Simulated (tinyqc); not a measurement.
Worked calculation: physical sputtering: collision-cascade yield, angular dependence, faceting and resputtering in deposition. Computed by tinyqc, a small Python program that keeps every step. Command: `OMP_NUM_THREADS=1 python tinyqc.py 3027832 3027833 out.jsonl sputter walk`. One thread of a shared host (Intel(R) Xeon(R) Processor @ 2.30GHz), about 0.01 s of CPU time with the checks. Intermediate numbers are printed to about 5 digits and carried at full precision; extremes and crossings named in words are read from the listed rows.

Ions start collision cascades; atoms that reach the surface with more than U leave. The target is amorphous or fine-grained.

Inputs (values chosen for the exercise, modelled on krypton ions on titanium): ion Z1 = 36; ion mass M1 = 83.8 u; target Z2 = 22; target mass M2 = 47.9 u; surface binding energy U = 4.85 eV; target density N = 56.7 1/nm^3; fit factor Q = 0.52; ion energy E = 270 eV; current density J = 0.14 mA/cm^2; angular exponent f = 2.3; angle of the largest yield = 75 degrees; angle of incidence = 30 degrees; deposition rate over sputter rate on a flat surface, D/S = 5.7.

Constants: e = 1.602176634e-19 C.

## Yield at normal incidence

gamma = 4 M1 M2/(M1 + M2)^2; threshold E_th = 6.7 U/gamma for M1 >= M2, else U (1 + 5.7 M1/M2)/gamma. eps = 0.03255 M2 E/(Z1 Z2 (M1 + M2) z), z = (Z1^(2/3) + Z2^(2/3))^(1/2), E in eV; s_n = 3.441 sqrt(eps) ln(eps + 2.718)/(1 + 6.355 sqrt(eps) + eps (6.882 sqrt(eps) - 1.708)); S_n = 84.78 Z1 Z2 M1 s_n/((M1 + M2) z) in eV angstrom^2; alpha = 0.249 (M2/M1)^0.56 + 0.0035 (M2/M1)^1.5 for M1 <= M2, else 0.0875 (M2/M1)^(-0.15) + 0.165 M2/M1; Y0 = 0.042 Q alpha S_n/U [1 - sqrt(E_th/E)]^2.5 (the electronic-loss factor of the full formula is dropped). Erosion rate = Y0 J/(e N); 1 cm^2 = 1e14 nm^2.

energy transfer factor gamma = 0.92570

threshold E_th = 35.103 eV

reduced energy eps = 9.3195e-04

nuclear stopping S_n = 869.19 eV angstrom^2

alpha = 0.18947

yield Y0 = 0.24246 atoms per ion

erosion rate = 2.2420 nm/min

The threshold factor is 0.327; the energy cost is 1110 eV per removed atom, 230 times U. Caution: within a few times the threshold, cascades are short and these fits are rough.

## Oblique incidence

Angular law: Y/Y0 = t^f exp(-f cos(a_opt)(t - 1)), t = 1/cos(angle), largest at a_opt. A plane tilted by the angle recedes along the beam at a speed proportional to Y(angle), and along its own normal as Y cos(angle).

Y/Y0 at the angle = 1.2697

yield at the angle = 0.30785 atoms per ion

normal speed relative to a flat surface = 1.0996

largest Y/Y0 = 4.0716

## Deposition with resputtering

With a directional flux, net growth along the beam is D - S Y(angle)/Y0. Slopes where Y/Y0 exceeds D/S are etched: solve Y/Y0 = D/S below a_opt, if the largest Y/Y0 exceeds D/S. The normal speed is largest where f (1 - cos(a_opt)/cos(angle)) = 1, cos(angle) = f cos(a_opt)/(f - 1), or at angle 0 if this exceeds 1.

Angle of zero net growth: none: every slope grows

angle of the largest normal speed = 62.748 degrees

Deposition outweighs sputtering at every angle, so no slope is cut back.

## Yield over energy

The formulas are those given above.

Normal incidence:
```
E (eV)         eps  S_n (eV angstrom^2)          Y0  Y0 per keV
50      1.7258e-04                411.7  3.7165e-03     0.07433
100     3.4517e-04                564.4  5.1051e-02     0.51051
200     6.9033e-04                765.1  1.6801e-01     0.84005
300     1.0355e-03                908.4  2.7212e-01     0.90707
500     1.7258e-03               1118.5  4.4204e-01     0.88408
1000    3.4517e-03               1458.7  7.4093e-01     0.74093
2000    6.9033e-03               1860.0  1.1124e+00     0.55619
5000    1.7258e-02               2464.3  1.6894e+00     0.33789
10000   3.4517e-02               2948.5  2.1594e+00     0.21594
30000   1.0355e-01               3658.3  2.8612e+00     0.09537
100000  3.4517e-01               4030.4  3.2800e+00     0.03280
```

The yield per keV peaks at 300 eV among these rows, 9 times the threshold, the most economical range for removing atoms. Y0 varies as E^3.78 between the first rows and as E^0.11 at the end, where nuclear stopping is flattening. Caution: the electronic-loss factor, dropped here, would lower the yields at the highest energies slightly.

Checks made by the program: position of the angular maximum (relative difference below 1e-10).
